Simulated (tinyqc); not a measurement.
Worked calculation: tight binding, honeycomb lattice. One step of it, computed by the program tinyqc.

Task: Bloch Hamiltonian at k. H_AB = -t1 (1 + exp(-i k.a1) + exp(-i k.a2)); H_AA = delta - 2 t2 sum cos(k.b + phi), H_BB = -delta - 2 t2 sum cos(k.b - phi), b = a1, a2 - a1, -a2.

Parameters chosen for this model:
```
parameter     value                        unit
t1         1.190000                 eV, nearest
t2         0.260000       eV, second neighbours
phi        1.570000  rad, phase of t2 (Haldane)
delta             0          eV, +/- on A and B
```

k point k (fractions of the reciprocal vectors): 0.420000  -0.330000

Give: H(k) at k.

Result:

H(k) at k (eV):
```
                A               B
A          1.2268  0.4261-0.4695i
B  0.4261+0.4695i         -1.2256
```
